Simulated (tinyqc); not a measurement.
Thermal and gravitational stress in a wafer during furnace and rapid thermal processing, and the onset of slip: one step, computed by the program tinyqc.

A thin free disc in plane stress, isotropic; T(r) = T_centre + dT (r/R)^n. Stress is positive in tension; sigma_SB = 5.670374419e-8 W/(m^2 K^4), g = 9.80665 m/s^2.

Question. Thermal stress. With x = r/R: s_rr = alpha E dT (1 - x^n)/(n + 2), s_tt = alpha E dT [1 - (n + 1) x^n]/(n + 2).

Inputs (values chosen for the exercise, modelled on silicon):
```
quantity                         value    unit
Young's modulus E                  156     GPa
expansion alpha                   4.09  1e-6/K
edge less centre temperature dT    -19       K
exponent n of the profile            6       -
```

Temperature profile: edge zone, power law.

Give: Temperature and stresses at r/R = 0, 0.3, 0.5, 0.7, 0.8, 0.9, 0.95, 1; hoop stress at the edge; r/R where s_tt = 0.

Answer.

Temperature and stresses at r/R = 0, 0.3, 0.5, 0.7, 0.8, 0.9, 0.95, 1:
```
r/R   T - T_centre (K)  s_rr (MPa)  s_tt (MPa)
0.00              0.00      -1.515      -1.515
0.30             -0.01      -1.514      -1.508
0.50             -0.30      -1.492      -1.350
0.70             -2.24      -1.337      -0.267
0.80             -4.98      -1.118       1.265
0.90            -10.10      -0.710       4.122
0.95            -13.97      -0.401       6.282
1.00            -19.00       0.000       9.092
```

hoop stress at the edge = 9.09207 MPa

r/R where s_tt = 0 = 0.7230

The cold edge is stretched; the edge stress is n times that at the centre in size.
